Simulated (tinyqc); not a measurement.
Inside a calculation. Method: UHF in the 3-21g basis, for H2, spin multiplicity 1. One step of it, computed by the program tinyqc.

Task: Orthogonalisation. S = U s U^T; symmetric (Loewdin) form X = U s^(-1/2) U^T, so that X^T S X = 1.

overlap S:
```
          1H 1s     1H 2s     2H 1s     2H 2s
1H 1s  1.000000  0.645899  0.126454  0.320184
1H 2s  0.645899  1.000000  0.320184  0.653709
2H 1s  0.126454  0.320184  1.000000  0.645899
2H 2s  0.320184  0.653709  0.645899  1.000000
```

Give: eigenvalues of S; X.

Result:

eigenvalues of S: 0.191  0.389  1.029  2.391

X:
```
        1H 1s   1H 2s   2H 1s   2H 2s
1H 1s   1.239  -0.484   0.012   0.022
1H 2s  -0.484   1.523   0.022  -0.524
2H 1s   0.012   0.022   1.239  -0.484
2H 2s   0.022  -0.524  -0.484   1.523
```
